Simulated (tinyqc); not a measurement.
# Ionisation ratio from the excess noise

Inverse problem. In the local model of an avalanche photodiode F = k M + (1 - k)(2 - 1/M), k the ratio of the ionisation coefficient of the other carrier to that of the injected one. Find k and F at twice the gain.

M = 10
excess noise factor F = 6.922

Answer. F is linear in k: k = (F - 2 + 1/M)/(M - 2 + 1/M).

k = 0.620
F at 2 M = 13.1

Computed by the program tinyqc: `OMP_NUM_THREADS=1 python tinyqc.py 2120052 2120053 out.jsonl`, one thread of a shared Intel Xeon 2.30GHz, about 0.04 s for the whole run.
